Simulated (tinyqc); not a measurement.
## Scale length and barrier from the threshold roll-off

Problem. For L well above Lambda the threshold falls by 2 m sqrt(A (A + Vds)) exp(-pi L/(2 Lambda)), A being the height of the source potential over the barrier top; the two values follow this form. Find Lambda and A.

Values chosen for this exercise: long-channel body factor m = 1; drain voltage Vds = 1 V.

threshold lowering at L = 26 and 41 nm (mV): 59.943840  9.5453658

Answer. The ratio of the two values gives Lambda; the prefactor gives A (A + Vds), a quadratic with one positive root.

Lambda = 12.8 nm
A = 0.380 V

tinyqc, about 0.01 s, one thread, Intel Xeon 2.30GHz (shared host): `OMP_NUM_THREADS=1 python tinyqc.py 2420152 2420153 out.jsonl`
